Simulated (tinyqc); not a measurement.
RHF in the 6-31g basis, for H3-, spin multiplicity 1, step by step. The basis has no diffuse functions, so it cannot describe the extra electron: this is an exercise in the method, not the real anion. One step of it, computed by the program tinyqc.

Problem. Iteration 2: building the Fock matrix. J_ij = sum D_kl (ij|kl), K_ij = sum D_kl (ik|jl); F = H + J - 0.5 K; E = tr D H + tr D J / 2 - 0.25 tr D K + E_nn.

D after iteration 1, lower triangle:
```
           1H 1s      1H 2s      2H 1s      2H 2s     3H 1s     3H 2s
1H 1s   0.112503
1H 2s   0.224277   0.984815
2H 1s   0.112361   0.223133   0.112221
2H 2s   0.223073   0.976319   0.221940   0.967905
3H 1s   0.055009  -0.150918   0.055357  -0.148552  0.153176
3H 2s  -0.162772  -1.707546  -0.160352  -1.690124  0.590649  3.792865
```

core Hamiltonian H = T + V (hartree), lower triangle:
```
           1H 1s      1H 2s      2H 1s      2H 2s      3H 1s      3H 2s
1H 1s  -1.313352
1H 2s  -1.168253  -1.319710
2H 1s  -0.664344  -0.840986  -1.313576
2H 2s  -0.840921  -1.115660  -1.168390  -1.319829
3H 1s  -0.567140  -0.780450  -0.567713  -0.780757  -1.275194
3H 2s  -0.790860  -1.074707  -0.791233  -1.074965  -1.145524  -1.300706
```

Two-electron integrals (ij|kl) in chemists' order, unique and non-zero (hartree):
```
(11|11) 1.076566   (21|11) 0.578470   (21|21) 0.329423   (22|11) 0.587396
(22|21) 0.361304   (22|22) 0.453150   (31|11) 0.227362   (31|21) 0.132086
(31|22) 0.148700   (31|31) 0.071523   (32|11) 0.252927   (32|21) 0.156930
(32|22) 0.197839   (32|31) 0.091865   (32|32) 0.136348   (33|11) 0.536136
(33|21) 0.341854   (33|22) 0.449707   (33|31) 0.227362   (33|32) 0.364391
(33|33) 1.076566   (41|11) 0.364391   (41|21) 0.208715   (41|22) 0.231022
(41|31) 0.091865   (41|32) 0.112205   (41|33) 0.252927   (41|41) 0.136348
(42|11) 0.417556   (42|21) 0.259152   (42|22) 0.331677   (42|31) 0.121877
(42|32) 0.173527   (42|33) 0.417556   (42|41) 0.173527   (42|42) 0.265045
(43|11) 0.341854   (43|21) 0.216540   (43|22) 0.285093   (43|31) 0.132086
(43|32) 0.208715   (43|33) 0.578470   (43|41) 0.156930   (43|42) 0.259152
(43|43) 0.329423   (44|11) 0.449707   (44|21) 0.285093   (44|22) 0.383668
(44|31) 0.148700   (44|32) 0.231022   (44|33) 0.587396   (44|41) 0.197839
(44|42) 0.331677   (44|43) 0.361304   (44|44) 0.453150   (51|11) 0.182769
(51|21) 0.106929   (51|22) 0.121723   (51|31) 0.048153   (51|32) 0.059837
(51|33) 0.133366   (51|41) 0.070821   (51|42) 0.092982   (51|43) 0.083741
(51|44) 0.106927   (51|51) 0.048649   (52|11) 0.225259   (52|21) 0.140771
(52|22) 0.180178   (52|31) 0.065464   (52|32) 0.090718   (52|33) 0.209120
(52|41) 0.094657   (52|42) 0.142810   (52|43) 0.132138   (52|44) 0.173159
(52|51) 0.070089   (52|52) 0.118483   (53|11) 0.133480   (53|21) 0.083817
(53|22) 0.107037   (53|31) 0.048205   (53|32) 0.070911   (53|33) 0.183027
(53|41) 0.059895   (53|42) 0.093089   (53|43) 0.107075   (53|44) 0.121880
(53|51) 0.040796   (53|52) 0.066907   (53|53) 0.048770   (54|11) 0.209134
(54|21) 0.132154   (54|22) 0.173201   (54|31) 0.065490   (54|32) 0.094714
(54|33) 0.225427   (54|41) 0.090737   (54|42) 0.142869   (54|43) 0.140869
(54|44) 0.180287   (54|51) 0.066847   (54|52) 0.116740   (54|53) 0.070212
(54|54) 0.118591   (55|11) 0.501911   (55|21) 0.322573   (55|22) 0.433481
(55|31) 0.152403   (55|32) 0.219738   (55|33) 0.502115   (55|41) 0.219684
(55|42) 0.351461   (55|43) 0.322689   (55|44) 0.433583   (55|51) 0.182769
(55|52) 0.338535   (55|53) 0.183027   (55|54) 0.338697   (55|55) 1.076566
(61|11) 0.338535   (61|21) 0.194082   (61|22) 0.215136   (61|31) 0.081379
(61|32) 0.098379   (61|33) 0.217590   (61|41) 0.124877   (61|42) 0.157935
(61|43) 0.136737   (61|44) 0.176948   (61|51) 0.070089   (61|52) 0.095036
(61|53) 0.056437   (61|54) 0.089705   (61|55) 0.225259   (61|61) 0.118483
(62|11) 0.395606   (62|21) 0.245858   (62|22) 0.315625   (62|31) 0.107665
(62|32) 0.148991   (62|33) 0.346730   (62|41) 0.160868   (62|42) 0.241395
(62|43) 0.218677   (62|44) 0.290597   (62|51) 0.096588   (62|52) 0.154411
(62|53) 0.090146   (62|54) 0.150970   (62|55) 0.395606   (62|61) 0.154411
(62|62) 0.243324   (63|11) 0.217658   (63|21) 0.136783   (63|22) 0.177015
(63|31) 0.081410   (63|32) 0.124933   (63|33) 0.338697   (63|41) 0.098414
(63|42) 0.158000   (63|43) 0.194174   (63|44) 0.215235   (63|51) 0.056404
(63|52) 0.089728   (63|53) 0.070212   (63|54) 0.095139   (63|55) 0.225427
(63|61) 0.087970   (63|62) 0.139786   (63|63) 0.118591   (64|11) 0.346759
(64|21) 0.218700   (64|22) 0.290642   (64|31) 0.107687   (64|32) 0.160916
(64|33) 0.395745   (64|41) 0.149012   (64|42) 0.241452   (64|43) 0.245942
(64|44) 0.315726   (64|51) 0.090061   (64|52) 0.150952   (64|53) 0.096734
(64|54) 0.154528   (64|55) 0.395745   (64|61) 0.139747   (64|62) 0.232938
(64|63) 0.154528   (64|64) 0.243460   (65|11) 0.322573   (65|21) 0.205812
(65|22) 0.275781   (65|31) 0.096528   (65|32) 0.139233   (65|33) 0.322689
(65|41) 0.139203   (65|42) 0.222328   (65|43) 0.205877   (65|44) 0.275840
(65|51) 0.106929   (65|52) 0.194082   (65|53) 0.107075   (65|54) 0.194174
(65|55) 0.578470   (65|61) 0.140771   (65|62) 0.245858   (65|63) 0.140869
(65|64) 0.245942   (65|65) 0.329423   (66|11) 0.433481   (66|21) 0.275781
(66|22) 0.374435   (66|31) 0.125583   (66|32) 0.183592   (66|33) 0.433583
(66|41) 0.183567   (66|42) 0.297613   (66|43) 0.275840   (66|44) 0.374494
(66|51) 0.121723   (66|52) 0.215136   (66|53) 0.121880   (66|54) 0.215235
(66|55) 0.587396   (66|61) 0.180178   (66|62) 0.315625   (66|63) 0.180287
(66|64) 0.315726   (66|65) 0.361304   (66|66) 0.453150
```

nuclear repulsion = 1.56714659 hartree

Give: Coulomb J; exchange K; Fock matrix F; total energy of this density.

Solution.

Coulomb J (hartree), lower triangle:
```
        1H 1s   1H 2s   2H 1s   2H 2s   3H 1s   3H 2s
1H 1s  2.0518
1H 2s  1.2698  1.6398
2H 1s  0.5962  0.8498  2.0507
2H 2s  0.8500  1.3102  1.2693  1.6395
3H 1s  0.5044  0.8364  0.5049  0.8368  2.2433
3H 2s  0.7960  1.2805  0.7961  1.2808  1.3683  1.7199
```

exchange K (hartree), lower triangle:
```
        1H 1s   1H 2s   2H 1s   2H 2s   3H 1s   3H 2s
1H 1s  0.8565
1H 2s  0.7988  0.9116
2H 1s  0.6001  0.7101  0.8546
2H 2s  0.7103  0.8680  0.7975  0.9108
3H 1s  0.4006  0.6211  0.4018  0.6219  1.1488
3H 2s  0.5756  0.7917  0.5762  0.7923  0.9997  1.0573
```

Fock matrix F (hartree), lower triangle:
```
         1H 1s    1H 2s    2H 1s    2H 2s    3H 1s    3H 2s
1H 1s   0.3102
1H 2s  -0.2978  -0.1357
2H 1s  -0.3682  -0.3463   0.3099
2H 2s  -0.3461  -0.2395  -0.2978  -0.1358
3H 1s  -0.2631  -0.2546  -0.2637  -0.2549   0.3937
3H 2s  -0.2826  -0.1901  -0.2832  -0.1903  -0.2770  -0.1095
```

total energy of this density = -1.308148 hartree
